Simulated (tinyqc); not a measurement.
## Bandgap voltage reference from two bipolar transistors: output against temperature

Two transistors of area 1 and N carry the same current I. Is(T) = Is (T/T0)^eta exp[(Vg0 q/kB)(1/T0 - 1/T)], VBE1 = Vt ln(I/Is(T)) + I rb, VBE2 = Vt ln(I/(N Is(T))) + I rb/N. The amplifier forces I R1(T) = VBE1 - VBE2 + Vos, with R(T) = R (1 + tc (T - T0)) for both resistors, and the output is Vref = VBE1 + I R2(T). Base currents and the Early effect are neglected.

Vt = kB T/q; I = (Vt ln N + Vos)/(R1(T) - rb (1 - 1/N)).

Inputs (values chosen for the exercise); values of the order met in silicon bipolar transistors:
- T0 = 323 K (reference temperature)
- Vg0 = 1.207 V (band-gap voltage extrapolated to 0 K)
- eta = 3.4 (temperature exponent of the saturation current)
- Is = 1.6e-18 A (saturation current of the unit transistor at T0)
- N = 8 (area ratio of the second transistor)
- R1 = 13 kohm (resistor across which the difference of VBE falls, at T0)
- tc = 1000 ppm/K (temperature coefficient of both resistors)
- Vos = -1.6 mV (offset of the amplifier)
- rb = 0 ohm (series resistance of the unit transistor)
- R2 = 111.2 kohm (output resistor at T0)

Constants: q = 1.602176634e-19 C, kB = 1.380649e-23 J/K. Results are converted to the units shown.

Result of one run:
```
I (uA)	VBE1 (V)	I R2 (V)	Vref (V)	Vref - Vref(T0) (mV)	dVref/dT (uV/K)
3.618	0.8999	0.3741	1.274	-4.203	91.76
```

Which temperature T gave this result: 218, 253, 298 or 323 K?

T = 253 K.

The whole series:
```
T (K)	I (uA)	VBE1 (V)	I R2 (V)	Vref (V)	Vref - Vref(T0) (mV)	dVref/dT (uV/K)
218	3.220	0.9497	0.3205	1.270	-8.040	128.3
233	3.394	0.9285	0.3435	1.272	-6.239	112.1
253	3.618	0.8999	0.3741	1.274	-4.203	91.76
273	3.832	0.8709	0.4048	1.276	-2.559	72.86
298	4.087	0.8341	0.4431	1.277	-1.016	50.92
323	4.329	0.7968	0.4814	1.278	0	30.57
348	4.560	0.7590	0.5197	1.279	0.5245	11.60
373	4.779	0.7207	0.5580	1.279	0.5899	-6.184
398	4.989	0.6821	0.5964	1.278	0.2240	-22.92
423	5.189	0.6430	0.6347	1.278	-0.5486	-38.74
```

VBE1 falls by 1.50 mV/K on average and I R2 rises by 1.53 mV/K. The slope of Vref vanishes at T = 364 K. Between 233 and 398 K Vref spans 6.86 mV, or 32.5 ppm/K by the box method (span over the average over T, over 165 K).

Numbers from tinyqc (`OMP_NUM_THREADS=1 python tinyqc.py 2062122 2062123 out.jsonl`; about 0.02 s on one thread of a shared Intel Xeon 2.30GHz).
